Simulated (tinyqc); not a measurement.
# Worked calculation: resistance of a tapered via with liner, size effect and interface

tinyqc, about 0.01 s, one thread, Intel Xeon 2.30GHz (shared host): `OMP_NUM_THREADS=1 python tinyqc.py 2750073 2750074 out.jsonl` Printed values are rounded.

A round via whose diameter grows from db at the bottom as D(z) = db + 2 z/tan(ang). The fill, of diameter D - 2 tl, starts above the bottom liner (thickness fb tl) and has rho = rho0 (1 + ks lam/(D - 2 tl)); the sidewall liner conducts in parallel with it. The bottom liner and the interface are crossed over the full area pi db^2/4. Spreading in the lines above and below is left out.

Parameters, values chosen for the exercise; fill metal close to molybdenum:
```
symbol,value,unit,meaning
db,49,nm,diameter at the bottom
hv,100,nm,height
ang,89,degrees,sidewall angle
rho0,5.21,uohm cm,bulk resistivity of the fill
lam,11.2,nm,mean free path of the fill
ks,1,,size-effect factor
tl,0,nm,liner on the sidewall
fb,0.5,,liner at the bottom over that on the sidewall
rl,280,uohm cm,resistivity of the liner
ri,2.8e-12,ohm cm^2,interface resistivity at the bottom
Sb,1.3e15,S/m^2,"ballistic conductance per area, about 3/(4 rho0 lam)"
```

## Slices of the via

Slices between z0 = fb tl and hv, evaluated at their midpoints: conductance per length pi/4 [(D - 2 tl)^2/rho + (D^2 - (D - 2 tl)^2)/rl], slice resistance = slice height over that. 8 slices.

| slice | z (nm) | D (nm) | rho (uohm cm) | slice resistance (ohm) |
|---|---|---|---|---|
| 0 | 6.25 | 49.2182 | 6.39558 | 0.420193 |
| 1 | 18.75 | 49.6546 | 6.38516 | 0.412167 |
| 2 | 31.25 | 50.0909 | 6.37492 | 0.404368 |
| 3 | 43.75 | 50.5273 | 6.36486 | 0.396786 |
| 4 | 56.25 | 50.9637 | 6.35497 | 0.389414 |
| 5 | 68.75 | 51.4001 | 6.34525 | 0.382245 |
| 6 | 81.25 | 51.8364 | 6.33569 | 0.375270 |
| 7 | 93.75 | 52.2728 | 6.32630 | 0.368483 |

## Total resistance

R_fill = sum of the slices; R_bottom = rl fb tl/(pi db^2/4); R_interface = ri/(pi db^2/4); ballistic (Sharvin) limit 1/(Sb pi (db - 2 tl)^2/4); ideal cylinder rho0 hv/(pi db^2/4).

parts (ohm): fill 3.14893, bottom liner 0, interface 0.148483
R = 3.29741 ohm
shares (%): fill 95.4970, bottom liner 0.0000, interface 4.5030
ballistic limit = 0.407920 ohm
ideal cylinder = 2.76284 ohm

The fill is the largest part, and R is 1.19 times the ideal cylinder. With 2000 slices R = 3.2975 ohm.
